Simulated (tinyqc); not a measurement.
# Worked calculation: interface traps from C-V curves, high-low and Terman methods

Program tinyqc, `OMP_NUM_THREADS=1 python tinyqc.py 2030143 2030144 out.jsonl`; Intel Xeon 2.30GHz, shared host, one thread, about 0.01 s. Printed values are rounded.

MOS capacitor on an n-type substrate; psi is the band bending, negative in depletion; only majority carriers are counted. At the bending psi the Fermi level lies y = xi - psi below the conduction edge at the surface, xi = Vt ln(Nc/Nd). Dit(y) = D0 + D1 exp(-y/E1); traps fill up to the Fermi level, follow the bias and a slow signal, and do not follow a fast one. V is the gate voltage from flat band.

Values chosen for this exercise; band and dielectric values close to those of In0.53Ga0.47As: temperature T = 300 K; relative permittivity eps_r = 13.8; conduction-band density of states at T Nc = 2.1e17 cm^-3; donor density Nd = 5.3e15 cm^-3; equivalent oxide thickness EOT = 4 nm; trap density far from the band edge D0 = 1.9e11 cm^-2 eV^-1; band-tail density at the conduction edge D1 = 2.1e12 cm^-2 eV^-1; decay energy of the tail E1 = 0.16 eV; points n = 8; deepest band bending pa = -0.35 V; shallowest band bending pb = -0.039 V.

Constants: q = 1.602176634e-19 C, kB = 1.380649e-23 J/K, Vt = kB T/q, eps0 = 8.8541878128e-14 F/cm where lengths are in cm. Results are converted to the units shown.

Range of the model: In a narrow-gap semiconductor minority carriers respond as well once the bending nears the inversion point; they are left out.

## The curves

Cox = 3.9 eps0/EOT, LD = sqrt(eps0 eps_r Vt/(q Nd)), u = psi/Vt, Cd = (eps0 eps_r/(sqrt(2) LD)) |exp(u) - 1|/sqrt(exp(u) - u - 1). Ideal V0 = psi - sqrt(2) (eps0 eps_r Vt/LD) sqrt(exp(u) - u - 1)/Cox for psi < 0; the traps add dV = (q/Cox) times the integral of Dit from 0 to psi = (q/Cox) [D0 psi + D1 E1 exp(-xi/E1) (exp(psi/E1) - 1)]. 1/C_HF = 1/Cox + 1/Cd, 1/C_LF = 1/Cox + 1/(Cd + q Dit). Take n equally spaced psi from pa to pb.

```
point,psi (V),y (eV),Dit (cm^-2 eV^-1),V0 (V),V (V),C_HF (nF/cm^2),C_LF (nF/cm^2)
0,-0.350000,0.445120,3.20021e11,-0.380043,-0.422936,38.2337,82.5501
1,-0.305571,0.400691,3.61635e11,-0.333480,-0.373570,41.0190,90.4257
2,-0.261143,0.356263,4.16569e11,-0.286739,-0.323631,44.5317,100.464
3,-0.216714,0.311834,4.89085e11,-0.239768,-0.272940,49.1548,113.350
4,-0.172286,0.267406,5.84811e11,-0.192480,-0.221244,55.6097,130.064
5,-0.127857,0.222977,7.11175e11,-0.144725,-0.168170,65.3858,152.139
6,-0.083429,0.178548,8.77984e11,-0.096203,-0.113127,81.7947,182.252
7,-0.039000,0.134120,1.09818e12,-0.046248,-0.055067,112.334,225.421
```

Cox = 863.283 nF/cm^2

At the deepest bending the traps stretch the gate voltage from -0.380 to -0.423 V.

## High-low extraction

q Dit = (1/C_LF - 1/Cox)^(-1) - (1/C_HF - 1/Cox)^(-1) at each point.

```
point,Dit by high-low (cm^-2 eV^-1)
0,3.20021e11
1,3.61635e11
2,4.16569e11
3,4.89085e11
4,5.84811e11
5,7.11175e11
6,8.77984e11
7,1.09818e12
```

With a true high-frequency curve this returns Dit exactly.

## Terman extraction

psi at each point follows from C_HF and the ideal curve. Dit = (Cox/q) d(V - V0)/dpsi by central differences over the two neighbours.

```
point,Dit by Terman (cm^-2 eV^-1)
1,3.63850e11
2,4.19492e11
3,4.92944e11
4,5.89905e11
5,7.17899e11
6,8.86859e11
```

The differences overstate the curved tail; the largest error is 1.0 %, at point 6.
